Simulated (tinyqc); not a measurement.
Capillary instabilities by surface diffusion: grooving and agglomeration of films, edge retraction, wire break-up and smoothing of roughness: one step, computed by the program tinyqc.

Isotropic surface energy; shapes change by surface diffusion alone.

Task: The Mullins constant. B = D_s nu gamma_s Omega^2/(k_B T), D_s = D0 exp(-Q/(k_B T)).

Inputs (values chosen for the exercise, of the order of those of a cobalt film):
```
quantity                  value        unit
surface energy gamma_s     2.07       J/m^2
atomic volume Omega        11.1  angstrom^3
surface sites nu             10      1/nm^2
prefactor D0            2.1e-06       m^2/s
activation energy Q        1.67          eV
temperature T              1228           K
time t                     2500           s
```

Constants: k_B = 8.617333262e-05 eV/K; k_B = 1.380649e-23 J/K.

Give: D_s; B; length (B t)^(1/4).

Result:

D_s = 2.941e-13 m^2/s

B = 44237 nm^4/s

length (B t)^(1/4) = 102.5 nm

Lengths grow as t^(1/4): doubling one takes 16 times as long, or roughly 280 K more.
